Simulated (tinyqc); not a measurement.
p-n diode, drift-diffusion by the Gummel loop with Scharfetter-Gummel fluxes: one step of the calculation.

Abrupt junction at x = 0, p side from -Lp, n side to Ln, ohmic contacts. psi is counted from the intrinsic level; n = ni exp((psi - phin)/Vt), p = ni exp((phip - psi)/Vt). Contacts: p side psi = V - Vt ln(Na/ni), p = Na, n = ni^2/Na; n side psi = Vt ln(Nd/ni), n = Nd, p = ni^2/Nd. Constant mobilities, D = mu Vt, Boltzmann statistics, SRH recombination through a mid-gap level, U = (n p - ni^2)/(tp (n + ni) + tn (p + ni)). Current is positive from the p contact to the n contact.

Question. Recombination and current. U_i as defined. J = Jn at the p contact + Jp at the n contact + q sum w_i U_i - q G sum w_i over the inner nodes, which avoids differences of large majority fluxes: Jn = (q mun Vt/h_0)[n_1 B(d_0) - n_0 B(-d_0)], Jp = (q mup Vt/h_last)[p_(N-1) B(d_last) - p_N B(-d_last)], d_i = (psi_(i+1) - psi_i)/Vt, B(d) = d/(exp(d) - 1), w_i = (h_(i-1) + h_i)/2.

Inputs (values chosen for the exercise); band and dielectric values close to those of silicon: temperature T = 300 K; electron mobility mun = 590 cm^2/(V s); hole mobility mup = 220 cm^2/(V s); SRH lifetime of electrons tn = 2e-10 s; SRH lifetime of holes tp = 8e-7 s; uniform generation rate G = 0 cm^-3 s^-1.

Constants: q = 1.602176634e-19 C, kB = 1.380649e-23 J/K, Vt = kB T/q. Results are converted to the units shown.

x, node 0 to 12 (nm): [-4500, -1940, -828, -347, -138, -47.7, -8.5, 8.5, 41.6, 106, 231, 475, 950]
ni = 1.0501009e10 cm^-3
converged psi, node 0 to 12 (V): [-0.14788516, -0.14788516, -0.14788516, -0.14788445, -0.14754702, -0.11752742, 0.19386960, 0.41019687, 0.44887261, 0.44992607, 0.44993363, 0.44993364, 0.44993364]
converged n, node 0 to 12 (cm^-3): [1002.4654, 9.6173082e5, 7.8064580e6, 2.0566680e7, 3.1308576e7, 1.1110425e8, 1.8971296e13, 8.1702478e16, 3.6471951e17, 3.7988872e17, 3.7999979e17, 3.8000000e17, 3.8e17]
converged p, node 0 to 12 (cm^-3): [1.1e17, 1.1e17, 1.1000000e17, 1.0999698e17, 1.0857061e17, 3.3994223e16, 1.9960218e11, 4.6325656e7, 1.0192339e7, 9.1043942e6, 7.7533196e6, 5.1215952e6, 290.18736]

Give: U; Jn at the p contact; Jp at the n contact; recombination; generation; J.

Answer.

U, node 0 to 12 (cm^-3 s^-1): [0, 4.8018e15, 3.9012e16, 1.0279e17, 1.5648e17, 5.5481e17, 2.4936e17, 5.7905e13, 1.2740e13, 1.1380e13, 9.6913e12, 6.4016e12, 0]
Jn at the p contact = 9.1710e-9 A/cm^2
Jp at the n contact = 9.8246e-8 A/cm^2
recombination = 2.2704e-6 A/cm^2
generation = 0 A/cm^2
J = 2.3778e-6 A/cm^2

Program tinyqc, `OMP_NUM_THREADS=1 python tinyqc.py 2240054 2240055 out.jsonl`; Intel Xeon 2.30GHz, shared host, one thread, about 0.2 s.
